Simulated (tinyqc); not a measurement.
Interface traps by the conductance method, a continuum of levels: two steps of the calculation.

MOS capacitor on an n-type substrate; psi is the band bending, negative in depletion; only majority carriers are counted. The traps exchange electrons with the conduction band; their admittance lies in parallel with Cd, and that pair in series with Cox and Rs. w = 2 pi f.

Inputs (values chosen for the exercise); band and dielectric values close to those of silicon:

| symbol | value | unit | meaning |
|---|---|---|---|
| T | 200 | K | temperature |
| eps_r | 11.8 |  | relative permittivity |
| Nd | 7.8e15 | cm^-3 | donor density |
| EOT | 5.6 | nm | equivalent oxide thickness |
| ps | -0.115 | V | band bending psi |
| sn | 1.3e-17 | cm^2 | capture cross-section for electrons |
| vth | 1.8e7 | cm/s | thermal velocity |
| Dit | 2.9e12 | cm^-2 eV^-1 | interface trap density |

Constants: q = 1.602176634e-19 C, kB = 1.380649e-23 J/K, Vt = kB T/q, eps0 = 8.8541878128e-14 F/cm where lengths are in cm. Results are converted to the units shown.

Problem 1. Capacitances and time constant. Cox = 3.9 eps0/EOT, LD = sqrt(eps0 eps_r Vt/(q Nd)), u = psi/Vt, Cd = (eps0 eps_r/(sqrt(2) LD)) |exp(u) - 1|/sqrt(exp(u) - u - 1); ns = Nd exp(u); tau = 1/(sn vth ns), Cit = q Dit (Dit per eV).

Find: Cox; Cd; ns; tau; Cit.

Solution 1.

Cox = 616.6 nF/cm^2
Cd = 81.60 nF/cm^2
ns = 9.868e12 cm^-3
tau = 4.331e-4 s
Cit = 464.6 nF/cm^2

Problem 2. Extraction from the readings. Ignoring Rs: Gp/w = w Cox^2 Gm/[Gm^2 + w^2 (Cox - Cm)^2].

Cox = 616.63094 nF/cm^2
Cm = 200.70672 nF/cm^2
Gm/w = 82.649987 nF/cm^2

Wanted: extracted Gp/w.

Solution 2.

extracted Gp/w = 174.76 nF/cm^2

Program tinyqc, `OMP_NUM_THREADS=1 python tinyqc.py 2030033 2030034 out.jsonl`; Intel Xeon 2.30GHz, shared host, one thread, about 0.01 s.
